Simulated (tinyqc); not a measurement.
Resistance of a source-drain extension with a graded tip: two steps of the calculation.

y runs along the channel, the gate covers y > 0. The doping is N0 for y < y0 and N0 10^(-(y - y0)/la) beyond, uniform over the depth xj. Sheet conductance s(y) = q mu(N) max(N - Nch, 0) xj + (for y > 0) ma Cox Vo, with mu(N) = u0 + (u1 - u0)/(1 + (N/Nr)^au) and Cox = eps0 eox/tox. Current is taken as one-dimensional; depletion of the tip, spreading and the contact are left out. The metallurgical junction lies at yj, where N = Nch.

Inputs (values chosen for the exercise); mobility law close to that of electrons in silicon:
- eox = 3.9 (relative permittivity of the gate insulator (close to silicon dioxide))
- tox = 1.7 nm (insulator thickness)
- N0 = 9.4e19 cm^-3 (active doping of the extension far from the gate)
- la = 1.9 nm/decade (lateral abruptness)
- y0 = 1.2 nm (position under the gate where the fall begins (gate edge at 0))
- xj = 18 nm (depth of the extension)
- Nch = 3.1e17 cm^-3 (channel doping)
- Vo = 0.46 V (gate overdrive)
- ma = 190 cm^2/(V s) (mobility of the gate-induced layer)
- u1 = 1414 cm^2/(V s) (mobility at low doping)
- u0 = 68.5 cm^2/(V s) (mobility at high doping)
- Nr = 9.2e16 cm^-3 (reference doping)
- au = 0.711 (exponent)
- Lg = 60 nm (gate length)

Constants: q = 1.602176634e-19 C, eps0 = 8.8541878128e-14 F/cm where lengths are in cm. Results are converted to the units shown.

Question 1. Sheet resistances and junction position. yj = y0 + la log10(N0/Nch); sheet resistance of the full extension 1/[q mu(N0)(N0 - Nch) xj] and of the gate-induced layer 1/(ma Cox Vo); metallurgical length Lg - 2 yj; ye is where the doped and the gate-induced conductances are equal.

Find: yj; sheet resistance of the extension; sheet resistance of the induced layer; metallurgical length; ye; N at ye.

Answer 1.

yj = 5.9154 nm
sheet resistance of the extension = 473.37 ohm/square
sheet resistance of the induced layer = 5632.8 ohm/square
metallurgical length = 48.169 nm
ye = 3.7175 nm
N at ye = 4.4476e18 cm^-3

The gate takes over 2.20 nm before the junction, where N is still 14.3 times the channel doping.

Question 2. Resistance of the overlapped part. Midpoint rule on 11 equal steps from 0 to yj: R_ov = sum h/s(y), per width.

Find: y; N; doped conductance; sheet resistance; R_ov.

Answer 2.

| point | y (nm) | N (cm^-3) | doped conductance (uS) | sheet resistance (ohm/square) |
|---|---|---|---|---|
| 0 | 0.26888 | 9.4000e19 | 2112.5 | 436.67 |
| 1 | 0.80664 | 9.4000e19 | 2112.5 | 436.67 |
| 2 | 1.3444 | 7.8909e19 | 1801.1 | 505.40 |
| 3 | 1.8822 | 4.1124e19 | 1010.3 | 841.87 |
| 4 | 2.4199 | 2.1432e19 | 583.82 | 1313.5 |
| 5 | 2.9577 | 1.1170e19 | 349.02 | 1899.2 |
| 6 | 3.4954 | 5.8211e18 | 215.35 | 2545.3 |
| 7 | 4.0332 | 3.0337e18 | 135.06 | 3199.0 |
| 8 | 4.5710 | 1.5810e18 | 82.764 | 3841.8 |
| 9 | 5.1087 | 8.2396e17 | 44.820 | 4497.4 |
| 10 | 5.6465 | 4.2942e17 | 13.971 | 5221.9 |

R_ov = 13.303 ohm um

Numbers from tinyqc (`OMP_NUM_THREADS=1 python tinyqc.py 2282284 2282285 out.jsonl`; about 0.03 s on one thread of a shared Intel Xeon 2.30GHz).
